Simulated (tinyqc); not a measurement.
Impurity fraction: conduction-band anticrossing with a localised impurity level.

Host conduction band EM(k) = Eg - al x + c k^2/mM, c = hbar^2/2m0, coupled to a flat level EI by V = C sqrt(x): H = [[EM, V], [V, EI]], E+/- = (EM + EI)/2 +/- sqrt((EM - EI)^2/4 + V^2). The host weight of a state at E is f = 1/(1 + V^2/(E - EI)^2), and its mass at k = 0 is mM/f. The gap is E-(0), the valence top staying at 0.

Constants: hbar^2/2m0 = 3.80998211 eV angstrom^2.

Parameters, chosen for this exercise (host near GaAs; not measured data):
```
symbol  value   unit  meaning
Eg      1.51    eV    gap at Gamma to the s-like level
mM      0.0665  m0    mass of the host band
EI      1.821   eV    impurity level, from the valence top of the host
C       2.47    eV    coupling
al      0.42    eV    linear shift of the host edge
```

The last column is the bowing that a quadratic law would need at that x, (Eg - gap)/(x (1 - x)), with equal end gaps.

Results:
```
x (%)  E- (eV)  E+ (eV)  gap (eV)  host weight of E-  mass of E-  bowing (eV)
0.1     1.4911   1.8395    1.4911              0.947      0.0702         18.9
0.2     1.4740   1.8562    1.4740              0.908      0.0732         18.0
0.5     1.4299   1.8990    1.4299              0.834      0.0798         16.1
1.0     1.3704   1.9564    1.3704              0.769      0.0865         14.1
2.0     1.2772   2.0454    1.2772              0.708      0.0939         11.9
3.0     1.2018   2.1166    1.2018              0.677      0.0982         10.6
5.0     1.0783   2.2317    1.0783              0.644      0.1033          9.1
8.0     0.9291   2.3683    0.9291              0.620      0.1073          7.9
```

The apparent bowing falls from 18.9 to 7.9 eV, so no single constant describes the gap: the part from the coupling goes as x while V is small against |EM - EI| and as sqrt(x) beyond (V = |Eg - EI| near x = 1.59 %), with the linear term al x on top; the fall of the gap goes as the power 0.93 of x between the first two rows and 0.63 between the last two. The mass of E- goes from 0.0702 to 0.1073, higher although the gap falls, against the usual k.p trend; with al = 0 the weight tends to 1/2 at large x.

tinyqc: `OMP_NUM_THREADS=1 python tinyqc.py 1081052 1081053 out.jsonl`; about 0.01 s, one thread, shared Intel(R) Xeon(R) Processor @ 2.30GHz.
